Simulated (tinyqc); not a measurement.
Concentration-dependent dopant diffusion with charged defects and the built-in field: one step, computed by the program tinyqc.

A constant source C_s feeds a half space. The dopant moves through neutral point defects and through charged ones, whose number grows with the majority carrier density n.

Question. Diffusivity at the surface. n = C/2 + sqrt(C^2/4 + n_i^2); D(C) = h [Dx + D1 (n/n_i) + D2 (n/n_i)^2], h = 1 + C/sqrt(C^2 + 4 n_i^2).

Inputs (values chosen for the exercise, modelled on phosphorus in silicon): surface concentration C_s = 2.7e+20 1/cm^3; temperature T = 875 C.

Field enhancement: on.

n_i = 3.346742e+18 1/cm^3

partial diffusivities (cm^2/s): Dx 3.350396e-16, D1 1.013098e-17, D2 3.327633e-18

intrinsic diffusivity D_i = 3.484982e-16 cm^2/s

Give: n/n_i; field factor h; surface diffusivity D_s; enhancement D_s/D_i.

Answer.

n/n_i = 80.69

field factor h = 2.000

surface diffusivity D_s = 4.563e-14 cm^2/s

enhancement D_s/D_i = 130.9

C_s is 80.7 times n_i: diffusion is extrinsic near the surface. At such a C_s dopants can cluster or exceed their solubility, which the model leaves out.
